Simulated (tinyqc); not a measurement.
Gate length: charge control and current of a heterostructure field-effect transistor. Computed by tinyqc, a small Python program. Command: `OMP_NUM_THREADS=1 python tinyqc.py 3009247 3009248 out.jsonl hemt walk`. One thread of a shared host (Intel(R) Xeon(R) Processor @ 2.30GHz), about 0.01 s of CPU time with the checks.

Two subbands in a triangular well; E_F is counted from the conduction band edge of the channel at the interface.

Inputs (values chosen for the exercise, modelled on AlGaN/GaN):

| quantity | value | unit |
|---|---|---|
| channel mass m | 0.19 | m_0 |
| permittivity eps (barrier and channel) | 9.53 | - |
| barrier thickness d | 34 | nm |
| Schottky barrier phi_B | 1.1 | eV |
| conduction band offset dE_c | 0.49 | eV |
| polarisation charge sigma/e | 1.6e+13 | 1/cm^2 |
| gate voltage V_G | 0 | V |
| mobility mu | 1500 | cm^2/(V s) |
| saturation velocity v_s | 1.4 | 1e7 cm/s |
| gate length L | 680 | nm |
| source resistance R_S | 0.23 | ohm mm |
| temperature T | 300 | K |
| mixing | 0.5 | - |
| iteration cap | 200 | - |

Charge source: polarisation. Velocity law: two-piece.

Constants: e = 1.602176634e-19 C; eps_0 = 8.8541878128e-12 F/m; k_B = 8.617333262e-05 eV/K; hbar = 1.054571817e-34 J s; m_0 = 9.1093837015e-31 kg; k_B = 1.380649e-23 J/K.

Method:
- Threshold V_T = phi_B - dE_c - sigma d/(eps eps_0) (in volts); C_b = eps eps_0/d.
- Charge control: n_s = C_b (V_G - V_T - E_F/e)/e. Well: mean field F = e n_s/(2 eps eps_0), E_i = (hbar^2/2m)^(1/3) [(3 pi e F/2)(i + 3/4)]^(2/3), i = 0, 1; n_s = D k_B T sum_i ln(1 + exp((E_F - E_i)/k_B T)), D = m/(pi hbar^2), which is solved in closed form for E_F.
- Iteration from n_s = C_b (V_G - V_T)/(2e): E_F from n_s, n_out from the charge control, n_new = n_s + mixing (n_out - n_s), kept above n_s/10; stop when |n_out/n_s - 1| < 1e-9.
- C_g = e dn_s/dV_G = 1/(1/C_b + 1/C_q), 1/C_q = d(E_F/e)/d(e n_s) by a central difference of +/- 0.1 % in n_s; added distance dd = eps eps_0/C_q.
- With V = e n_s/C_g and V_c = v_s L/mu: for v = mu F up to v_s, I/W = C_g v_s V_c (sqrt(1 + (V/V_c)^2) - 1) and V_Dsat = V + V_c - sqrt(V^2 + V_c^2); g_m = dI/dV; extrinsic g_m/(1 + g_m R_S); f_T = g_m/(2 pi C_g L).

sheet density n_s = 1.42249e+13 1/cm^2

gate capacitance C_g = 0.237379 microfarad/cm^2

V = 9.60101 V

Scaling; the last columns are v_s/(2 pi L) and mu V/(2 pi L^2):

| L (nm) | I/W (mA/mm) | g_m (mS/mm) | extrinsic g_m (mS/mm) | f_T (GHz) | velocity limit (GHz) | mobility limit (GHz) |
|---|---|---|---|---|---|---|
| 30 | 3181.4 | 332.33 | 308.73 | 742.72 | 742.72 | 2.5467e+05 |
| 60 | 3172.2 | 332.32 | 308.73 | 371.36 | 371.36 | 6.3669e+04 |
| 120 | 3153.7 | 332.31 | 308.71 | 185.67 | 185.68 | 1.5917e+04 |
| 250 | 3114.1 | 332.23 | 308.65 | 89.10 | 89.13 | 3.6673e+03 |
| 500 | 3039.4 | 331.94 | 308.39 | 44.51 | 44.56 | 9.1683e+02 |
| 1000 | 2895.6 | 330.77 | 307.39 | 22.18 | 22.28 | 2.2921e+02 |
| 2000 | 2630.1 | 326.22 | 303.45 | 10.94 | 11.14 | 5.7302e+01 |
| 5000 | 1996.8 | 298.89 | 279.67 | 4.01 | 4.46 | 9.1683e+00 |

What follows from these numbers?

f_T scales as L^-1.00 at the short end and L^-1.10 at the long end; the two limits cross at L = mu V/v_s = 10300 nm. g_m tends to C_g v_s = 332 mS/mm, and R_S cuts it by 7 % at the shortest gate. Fringe capacitances and short-channel effects, left out, lower f_T once L is below about ten barrier thicknesses. Caution: E_F lies above the conduction band minimum of the barrier, so electrons would spill into the barrier.

Extremes, crossings and ranges named in words are read from the listed rows.
